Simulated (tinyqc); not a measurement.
LED efficiency against current.

ABC model of an LED: J = q da (A n + Ba n^2 + Ca n^3), IQE = Ba n^2/(A n + Ba n^2 + Ca n^3), differential lifetime 1/(A + 2 Ba n + 3 Ca n^2).

Values chosen for this exercise: defect coefficient of the active layer A = 1.3e7 1/s; radiative coefficient of the active layer Ba = 9.8e-10 cm^3/s; Auger coefficient of the active layer Ca = 2.3e-31 cm^6/s; thickness of the active layer da = 3.7 nm.

Constants: q = 1.602176634e-19 C. Results are converted to the units shown.

Result of one run:

| J (A/cm^2) | n (cm^-3) | IQE (%) | defect share (%) | Auger share (%) | differential lifetime (ns) |
|---|---|---|---|---|---|
| 800 | 3.703e18 | 99.56 | 0.3567 | 0.08651 | 0.1374 |

What becomes of these results when the current density J is changed from 800 to 1e6 A/cm^2, all else the same?

Result of the changed run:

| J (A/cm^2) | n (cm^-3) | IQE (%) | defect share (%) | Auger share (%) | differential lifetime (ns) |
|---|---|---|---|---|---|
| 1e6 | 1.292e20 | 97.05 | 0.009960 | 2.944 | 0.003776 |

The whole series:

| J (A/cm^2) | n (cm^-3) | IQE (%) | defect share (%) | Auger share (%) | differential lifetime (ns) |
|---|---|---|---|---|---|
| 10 | 4.083e17 | 96.84 | 3.146 | 0.009280 | 1.229 |
| 50 | 9.210e17 | 98.56 | 1.420 | 0.02130 | 0.5498 |
| 200 | 1.848e18 | 99.24 | 0.7122 | 0.04305 | 0.2749 |
| 800 | 3.703e18 | 99.56 | 0.3567 | 0.08651 | 0.1374 |
| 3000 | 7.173e18 | 99.65 | 0.1843 | 0.1678 | 0.07088 |
| 10000 | 1.309e19 | 99.59 | 0.1009 | 0.3060 | 0.03877 |
| 60000 | 3.201e19 | 99.21 | 0.04111 | 0.7454 | 0.01576 |
| 2e5 | 5.827e19 | 98.63 | 0.02245 | 1.349 | 0.008579 |
| 1e6 | 1.292e20 | 97.05 | 0.009960 | 2.944 | 0.003776 |

The IQE goes from 96.8 through a maximum of 99.6 (at J = 3000 A/cm^2 among the rows listed) to 97.0 %. The exact peak, Q/(Q + 2) = 99.6 % with Q = Ba/sqrt(A Ca) = 567, lies at n = sqrt(A/Ca) = 7.52e18 cm^-3, J = 3300 A/cm^2, where the defect and Auger shares are equal. n goes as J^(0.51) at the low end and J^(0.49) at the high end.

Computed by the program tinyqc: `OMP_NUM_THREADS=1 python tinyqc.py 2300132 2300133 out.jsonl`, one thread of a shared Intel Xeon 2.30GHz, about 0.01 s for the whole run.
